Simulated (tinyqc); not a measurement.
The mass ratio: thresholds of impact ionisation and Auger recombination from band masses.

Parameters, chosen for this exercise (out of a larger set: near those of InAs, gap at low temperature and not tied to T; not measured data): Eg = 0.417 eV (gap at Gamma to the s-like level).

mu = me/mh is varied; thresholds in units of Eg for ionisation started by an electron, (1 + 2 mu)/(1 + mu), and by a heavy hole, (2 + mu)/(1 + mu).

Results:
```
mu     electron (Eg)  hole (Eg)  electron (eV)  hole (eV)
0.046         1.0440     1.9560          0.435      0.816
0.065         1.0610     1.9390          0.442      0.809
0.720         1.4186     1.5814          0.592      0.659
1.000         1.5000     1.5000          0.625      0.625
2.500         1.7143     1.2857          0.715      0.536
```

Give the missing row, mu = 0.190.

Computed row:
```
mu     electron (Eg)  hole (Eg)  electron (eV)  hole (eV)
0.190         1.1597     1.8403          0.484      0.767
```

The two thresholds add up to 3 Eg in every row and are equal, 3/2 Eg, at mu = 1. The lighter carrier has the lower threshold; in the first row the two differ by 0.380 eV, which would favour one carrier in avalanche multiplication. Real ionisation rates depend on the whole band structure and can be nearly equal although the edge masses differ.

Run: tinyqc, `OMP_NUM_THREADS=1 python tinyqc.py 1850587 1850588 out.jsonl`; Intel(R) Xeon(R) Processor @ 2.30GHz, one thread, shared host; about 0.01 s of CPU time with all checks.
